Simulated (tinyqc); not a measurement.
# Frequency dispersion of an accumulation capacitance by border traps, distributed model: what changes with what

Traps spread evenly through the insulator exchange electrons with the semiconductor by tunnelling, with tau(x) = t0 exp(2 ka x) at depth x from the interface. The admittance per area Y seen at depth x obeys dY/dx = -Y^2/(i w eps0 eox) + q Nb ln(1 + i w tau)/tau, with Y(0) = i w Cs and w = 2 pi f; the gate sees Y(tox) = G + i w C. Working variable y = Y/(i w), in uF/cm^2. Cox = eps0 eox/tox.

Parameters, values chosen for the exercise; permittivity close to that of aluminium oxide: relative permittivity of the insulator eox = 8.72; insulator thickness tox = 11 nm; semiconductor capacitance in accumulation Cs = 2.3 uF/cm^2; density of border traps Nb = 6.4e18 cm^-3 eV^-1; decay constant of the wave function in the insulator ka = 5.1 1/nm; time constant of a trap at the interface t0 = 1e-9 s; frequency f = 100 Hz.

Constants: q = 1.602176634e-19 C, eps0 = 8.8541878128e-14 F/cm where lengths are in cm. Results are converted to the units shown.

Each table varies one quantity; the others keep the values above.

## Capacitance and loss against frequency

Cox; trap-free value 1/(1/Cox + 1/Cs); response depth d = ln(1/(w t0))/(2 ka), where w tau = 1; lumped estimate: all traps within d act as C_bt = q Nb d placed at d/2, so C = 1/{1/[1/(1/Cs + d/(2 eps0 eox)) + C_bt] + (tox - d/2)/(eps0 eox)}. C and G from a fine integration; dispersion -d C/d log10 f over C, from f times and over 1.1. For a broad spread of time constants G/w is close to -(pi/2) dC/d ln w.

The same in every row: trap-free C (uF/cm^2) = 0.5378.

Results:
```
f (Hz)  d (nm)  C (uF/cm^2)  G/w (uF/cm^2)  dispersion (% a decade)  -(pi/2) dC/d ln w (uF/cm^2)  lumped C (uF/cm^2)
10       1.626       0.5524       0.001789                   0.4746                     0.001789              0.5510
100      1.400       0.5499       0.001653                   0.4406                     0.001653              0.5487
1000     1.174       0.5476       0.001522                   0.4072                     0.001521              0.5465
10000   0.9485       0.5454       0.001395                   0.3746                     0.001394              0.5445
1e6     0.4970       0.5417       0.001152                   0.3121                     0.001153              0.5409
1e7     0.2713       0.5401       0.001025                   0.2820                     0.001039              0.5394
```

Estimate the missing row, f = 1e5 Hz.

Computed row:
```
f (Hz)  d (nm)  C (uF/cm^2)  G/w (uF/cm^2)  dispersion (% a decade)  -(pi/2) dC/d ln w (uF/cm^2)  lumped C (uF/cm^2)
1e5     0.7228       0.5435       0.001272                   0.3429                     0.001271              0.5426
```

With this row back in the table: C falls from 0.5524 to 0.5401 uF/cm^2, towards the trap-free 0.5378; each decade of frequency removes ln 10/(2 ka) = 0.226 nm from the response depth. The dispersion falls from 0.475 to 0.282 % a decade and G/w falls from 0.00179 to 0.00102 uF/cm^2. G/w lies between 0.986 and 1.00 times -(pi/2) dC/d ln w, the relation for a broad spread of time constants.

## Effect of the decay constant of the wave function in the insulator

Same model as above.

The same in every row: trap-free C (uF/cm^2) = 0.5378.

Effect of the decay constant of the wave function in the insulator:
```
ka (1/nm)  d (nm)  C (uF/cm^2)  G/w (uF/cm^2)  dispersion (% a decade)  -(pi/2) dC/d ln w (uF/cm^2)  lumped C (uF/cm^2)
2.5         2.856       0.5719       0.005490                    1.406                     0.005484              0.5668
3.2         2.231       0.5611       0.003536                   0.9231                     0.003533              0.5581
3.9         1.831       0.5553       0.002534                   0.6684                     0.002532              0.5533
4.6         1.552       0.5517       0.001942                   0.5157                     0.001941              0.5502
5.3         1.347       0.5493       0.001559                   0.4158                     0.001558              0.5481
6           1.190       0.5476       0.001293                   0.3461                     0.001293              0.5466
6.7         1.066       0.5463       0.001101                   0.2952                     0.001100              0.5455
7.4        0.9649       0.5453       9.549e-4                   0.2566                     9.546e-4              0.5446
```

As ka goes from 2.5 to 7.4, C falls from 0.572 to 0.545 uF/cm^2, the dispersion falls from 1.41 to 0.257 % a decade and G/w falls from 0.00549 to 9.55e-4 uF/cm^2. The lumped estimate is 0.89 % below C in the first row and 0.12 % below it in the last.

tinyqc, about 0.6 s, one thread, Intel Xeon 2.30GHz (shared host): `OMP_NUM_THREADS=1 python tinyqc.py 2202081 2202082 out.jsonl`
